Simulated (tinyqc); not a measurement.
Two-dimensional dopant profile at a mask edge: lateral junction, overlap and effective channel length. Changing the dose Q. Computed by tinyqc, a small Python program. Command: `OMP_NUM_THREADS=1 python tinyqc.py 3001558 3001559 out.jsonl lateral sweep`. One thread of a shared host (Intel(R) Xeon(R) Processor @ 2.30GHz), about 0.01 s of CPU time with the checks.

Ions enter for y < 0; the mask (spacer, then gate) covers y > 0. x is the depth. The surface reflects dopant during the anneal.

Inputs (values chosen for the exercise, modelled on a source-drain extension in silicon):
```
quantity,value,unit
projected range R_p,6.3,nm
vertical straggle,2.3,nm
lateral straggle,2.1,nm
anneal budget D t,9.6e-14,cm^2
channel doping C_B,2.8e+18,1/cm^3
gate length L_g,37,nm
offset spacer,2,nm
oxide thickness,4.4,nm
```

Constants: eps_0 = 8.8541878128e-12 F/m.

Method:
- Widths s_x^2 = (vertical straggle)^2 + 2 D t, s_y^2 = (lateral straggle)^2 + 2 D t. C(x, y) = V(x) (1/2) erfc(y/(sqrt2 s_y)), V(x) = Q/(sqrt(2 pi) s_x) [exp(-(x - R_p)^2/(2 s_x^2)) + exp(-(x + R_p)^2/(2 s_x^2))]; 1 nm = 1e-7 cm.
- The vertical junction far from the mask solves V(x) = C_B.
- The lateral junction at depth x solves C = C_B: y_j(x) = sqrt2 s_y erfc^-1(2 C_B/V(x)). Overlap under the gate = y_j(0) - spacer; metallurgical channel L_met = L_g - 2 overlap (tails from the two sides are not added).
- Abruptness at y_j(0) in nm per decade = ln(10) s_y sqrt(pi/2) exp(u^2) erfc(u), u = y_j/(sqrt2 s_y). Overlap capacitance per width = 3.9 eps_0 overlap/t_ox (zero if there is no overlap).

One run for each value:
```
dose Q (1/cm^2),lateral junction y_j(0) (nm),vertical junction x_j (nm),lateral abruptness (nm/decade),overlap capacitance (fF/um)
3.00e+13,5.469,16.577,6.8783,0.02723
6.90e+13,7.697,18.400,5.5652,0.04471
1.60e+14,9.573,19.997,4.7673,0.05944
3.60e+14,11.155,21.377,4.2420,0.07185
1.90e+15,13.943,23.873,3.5382,0.09373
4.40e+15,15.187,25.006,3.2907,0.10349
1.00e+16,16.324,26.052,3.0915,0.11241
```

Give the missing row, dose Q (1/cm^2) = 8.30e+14.

Computed row; columns: (1) dose Q (1/cm^2); (2) lateral junction y_j(0) (nm); (3) vertical junction x_j (nm); (4) lateral abruptness (nm/decade); (5) overlap capacitance (fF/um):
```
(1)          (2)     (3)     (4)      (5)
8.30e+14  12.618  22.678  3.8433  0.08333
```

Interpolating between the two neighbouring rows (the first column on a logarithmic scale, the others too where they are positive) misses most in overlap capacitance (fF/um), by 1.5 %. Over the rows, lateral junction y_j(0) (nm) rises from 5.47 to 16.3 (exponent d ln y / d ln x 0.41 between the first rows and 0.088 between the last); vertical junction x_j (nm) rises from 16.6 to 26.1 (exponent d ln y / d ln x 0.13 between the first rows and 0.050 between the last); lateral abruptness (nm/decade) falls from 6.88 to 3.09 (exponent d ln y / d ln x -0.25 between the first rows and -0.076 between the last). Where V(0) stays far above C_B, dose enters the junctions only through about the root of a logarithm.

Caution (rows 8.30e14, 1.90e15, 4.40e15, 1.00e16): the peak exceeds usual solubilities, so part of the dose is inactive and diffusion is concentration dependent.

Extremes, crossings and ranges named in words are read from the listed rows.
